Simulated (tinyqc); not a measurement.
What the corrections do to the levels: formation energy of a charged point defect from supercell energies. Computed by tinyqc, a small Python program. Command: `OMP_NUM_THREADS=1 python tinyqc.py 3013458 3013459 out.jsonl formation walk`. One thread of a shared host (Intel(R) Xeon(R) Processor @ 2.30GHz), about 0.01 s of CPU time with the checks.

The host is a compound AB. Making the defect adds n_A = 1, n_B = -1 atoms to the cell. All total energies are inputs. E_F is counted from the valence-band maximum (VBM); x = 0 is A-rich and x = 1 B-rich growth.

Inputs (values chosen for the exercise, with gap and screening modelled on InP):
```
quantity                      value      unit
gap E_g                        1.33        eV
E_VBM of the host cell        1.413        eV
potential alignment dV         0.14        eV
dielectric constant eps        12.9         -
cell length L                  16.3  angstrom
mu_A of the pure element     -2.889        eV
mu_B of the pure element     -7.641        eV
formation enthalpy dH of AB  -0.622        eV
growth condition x             0.33         -
```

Defect: A on a B site. Supercell lattice: bcc.

charge states q: 3  2  1  0

E(defect, q) - E(host), in the order of q (eV): 1.392  3.811  6.646  9.48

Constants: e^2/(4 pi eps_0) = 14.39964548 eV angstrom.

Method:
- dmu_A = x dH and dmu_B = (1 - x) dH, so that dmu_A + dmu_B = dH; mu = mu(element) + dmu.
- The reservoir term is sum n_i mu_i.
- Image-charge correction of a point charge in a neutralising background: E_corr = q^2 alpha e^2/(4 pi eps_0) / (2 eps L), alpha = 2.888462 for a bcc array with L the cube root of the volume.
- E_f(q, E_F) = [E(defect, q) - E(host)] - sum n_i mu_i + q (E_VBM + dV + E_F) + E_corr(q).
- Levels eps(q/q-1) with the terms q dV and E_corr left out or kept.

E_f(q, 0) (eV): (q=+3) 1.97765, (q=+2) 2.34913, (q=+1) 3.33442, (q=0) 4.51652

E_corr (eV): (q=+3) 0.890130, (q=+2) 0.395614, (q=+1) 0.098903, (q=0) 0.000000

Levels above the VBM (eV):
```
level      raw  with alignment  with image charge  with both
(+3/+2)  1.006          0.8660             0.5115     0.3715
(+2/+1)  1.422          1.2820             1.1253     0.9853
(+1/0)   1.421          1.2810             1.3221     1.1821
```

What follows from these numbers?

Alignment moves every level by -dV = -0.140 eV. The image term moves eps(q/q-1) by (1 - 2q) E_corr(1): (+3/+2) by -0.495, (+2/+1) by -0.297, (+1/0) by -0.099 eV, donor levels down and acceptor levels up. It adds 2 E_corr(1) = 0.198 eV to every U, which turns an apparent negative U of the raw energies into a positive one. Caution: the largest image-charge correction in these energies, q^2 alpha e^2/(8 pi eps_0 eps L) with alpha = 2.888462, exceeds a quarter of the gap; the point-charge term alone is then a rough estimate, usually too large for a charge that is spread out.

Extremes, crossings and ranges named in words are read from the listed rows.
